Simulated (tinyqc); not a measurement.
Composition of the buffer: band edges of strained Si(1-x)Ge(x) on relaxed Si(1-y)Ge(y).

Values are linear in the Ge fraction but for ED(x) = linear - CD x (1 - x) and a(x) = linear - Ca x (1 - x). Energies are on the common scale of Ev.

Coherent growth on a (110) face: e_par = (a(y) - a(x))/a(x), e_perp = -(C11 + 3 C12 - 2 C44)/(C11 + C12 + 2 C44) e_par; exx = eyy = (e_par + e_perp)/2, ezz = e_par, exy = (e_perp - e_par)/2, eyz = ezx = 0.

A valley with unit axis u lies at Ev + gap + (av + a_valley) tr(e) + Xu (u.e.u - tr(e)/3); the Delta axes are x, y, z and the L axes [111], [1-1-1], [-11-1], [-1-11]. The second-order shift of the Delta valleys under shear is left out; it lowers the pair normal to the sheared plane by tens of meV at a shear of 1 %.

Valence edges: Ev plus the levels of the 6 x 6 matrix of X, Y, Z times spin with -Dso/3 + l exx + m (eyy + ezz) on the diagonal (cyclic), n exy off it, l = av + 2 b, m = av - b, n = sqrt(3) d. Spin-orbit term (Dso/3) L.sigma on X, Y, Z with (L_k)_ij = -i epsilon_kij: <X+|H|Y+> = -i Dso/3, <X+|H|Z-> = Dso/3, <Y+|H|Z-> = -i Dso/3, <Z+|H|X-> = -Dso/3, <Z+|H|Y-> = i Dso/3, <X-|H|Y-> = i Dso/3, and their conjugates; + and - are the spin along z.

Inputs chosen for the exercise (end members near Si and Ge, in this order; not measured data):
```
symbol  value           unit      meaning
a       (5.434, 5.654)  angstrom  lattice constant
Dso     (0.044, 0.293)  eV        spin-orbit splitting
av      (2.47, 1.24)    eV        valence hydrostatic potential
b       (-2.11, -2.58)  eV        tetragonal shear potential
d       (-4.8, -5.23)   eV        trigonal shear potential
C11     (164.9, 128.9)  GPa
C12     (64.5, 48.3)    GPa
C44     (80.1, 67.1)    GPa
Ev      (0, 0.65)       eV        top of the unstrained valence band
ED      (1.133, 0.938)  eV        gap to the Delta valleys
EL      (2.001, 0.743)  eV        gap to the L valleys
aD      (1.6, 1.36)     eV        hydrostatic potential of the Delta gap
aL      (-2.95, -2.89)  eV        hydrostatic potential of the L gap
XuD     (8.82, 9.41)    eV        uniaxial potential, Delta
XuL     (15.62, 15.66)  eV        uniaxial potential, L
CD      0.218           eV        bowing of the Delta gap
Ca      0.024           angstrom  bowing of the lattice constant
face    110                       growth face
x       0                         Ge fraction of the layer
```

The layer is kept. dEc = Ec(buffer) - Ec(layer), dEv = Ev(layer) - Ev(buffer); buffer edges Ev(y) and Ev(y) + min(ED, EL). The digit behind Delta or L counts whole valleys.

Results:
```
y     e_par (%)  lowest valleys  gap (eV)  next valleys above (meV)  valence splitting (meV)  dEc (eV)  dEv (eV)
0.08       0.29          Delta4     1.118                        19                       27     0.009    -0.025
0.16       0.59          Delta4     1.098                        39                       59     0.021    -0.046
0.24       0.89          Delta4     1.076                        59                       93     0.035    -0.064
0.31       1.16          Delta4     1.056                        77                      123     0.050    -0.079
0.39       1.47          Delta4     1.032                        98                      158     0.069    -0.096
0.47       1.79          Delta4     1.008                       119                      194     0.090    -0.111
0.55       2.12          Delta4     0.983                       141                      230     0.115    -0.126
```

The gap is 1.118 eV in the first row and 0.983 eV in the last. The lowest valleys are Delta4 throughout. Per 0.1 of y the valence offset moves by -21 meV on average; the conduction offset lies between +9 and +115 meV. Electrons and holes sit on opposite sides in every row (type II). Offsets below about 30 meV are within the spread of parameter sets, so those rows do not settle the type. Strains above 2 % can be kept only in layers of a few nanometres.

Run: tinyqc, `OMP_NUM_THREADS=1 python tinyqc.py 1051137 1051138 out.jsonl`; Intel(R) Xeon(R) Processor @ 2.30GHz, one thread, shared host; about 0.02 s of CPU time with all checks.
